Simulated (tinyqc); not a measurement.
Mobility of a non-polar semiconductor in the relaxation-time approximation: one step, computed by the program tinyqc.

Each valley is treated as a sphere of mass m_d for states and rates, with one isotropic relaxation time; the conductivity mass m_c sets the current.

Problem. Masses. m_d = (m_l m_t^2)^(1/3); 1/m_c = (1/m_l + 2/m_t)/3; Hall mass factor A = 3 K_m (K_m + 2)/(2 K_m + 1)^2, K_m = m_l/m_t; N_I = n (1 + C)/(1 - C).

Inputs (values chosen for the exercise, for a model non-polar semiconductor):
```
quantity                 value    unit
longitudinal mass m_l        2     m_0
transverse mass m_t       0.43     m_0
carrier density n      3.1e+14  1/cm^3
compensation ratio C      0.68       -
```

Band: parabolic. Impurity formula: Brooks-Herring. Further scattering: none.

Give: density-of-states mass m_d; conductivity mass m_c; Hall mass factor A; ionised impurity density N_I.

Solution.

density-of-states mass m_d = 0.7178 m_0

conductivity mass m_c = 0.5824 m_0

Hall mass factor A = 0.8744

ionised impurity density N_I = 1.628e+15 1/cm^3
